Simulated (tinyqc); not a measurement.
From results to parameters: Luttinger model of the valence bands. Computed by the program tinyqc.

Problem. In the four-band Luttinger model 1/m = g1 -/+ 2 g2 along [100] and g1 -/+ 2 g3 along [111]. Find g1, g2, g3 and the light hole mass along [111].

heavy and light hole masses along [100] (electron masses): 0.210526  0.063012
heavy hole mass along [111] = 0.286533 electron masses

Solution. The mean of the two inverse masses along [100] is g1 and a quarter of their difference is g2; g3 = (g1 - 1/m_hh[111])/2.

g1, g2, g3: 10.3100  2.7800  3.4100
light hole mass along [111] = 0.058 electron masses
